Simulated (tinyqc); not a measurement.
Non-radiative capture by multiphonon emission, one effective mode: one step, computed by the program tinyqc.

The initial state (free carrier plus empty centre) lies dE above the final state; both have the same frequency and are displaced by dQ.

Task: Scaled coefficient, cross-section and lifetime. Sommerfeld factor of an attractive centre: s(k) = 2 pi nu/(1 - exp(-2 pi nu)), nu = sqrt(Ry*/E), Ry* = Ry m/eps^2, averaged over (2/sqrt(pi)) sqrt(x) exp(-x) dx with x = E/k_B T = t^2 (trapezoid, t to 6 in steps of 0.01). C = s C_0; v = sqrt(3 k_B T/m); sigma = C/v; tau = 1/(C N_t).

Inputs (values chosen for the exercise, with mass, screening and phonons like those of ZnO):
```
quantity                 value   unit
carrier mass m           0.793    m_0
dielectric constant eps   7.98      -
temperature T              300      K
defect density N_t       2e+13  cm^-3
```

Centre: attractive.

C_0 = 5.762772e-08 cm^3/s

Constants: Ry = 13.605693123 eV; k_B = 8.617333262e-05 eV/K; k_B = 1.380649e-23 J/K; m_0 = 9.1093837015e-31 kg.

Give: Sommerfeld factor s; capture coefficient C; thermal velocity v; cross-section sigma; capture time.

Result:

Sommerfeld factor s = 18.150

capture coefficient C = 1.0460e-06 cm^3/s

thermal velocity v = 1.3115e+07 cm/s

cross-section sigma = 7.9751e-14 cm^2

capture time = 4.7803e-08 s

Caution: the effective Bohr radius is under 10 angstrom, so the effective-mass Sommerfeld factor is rough.
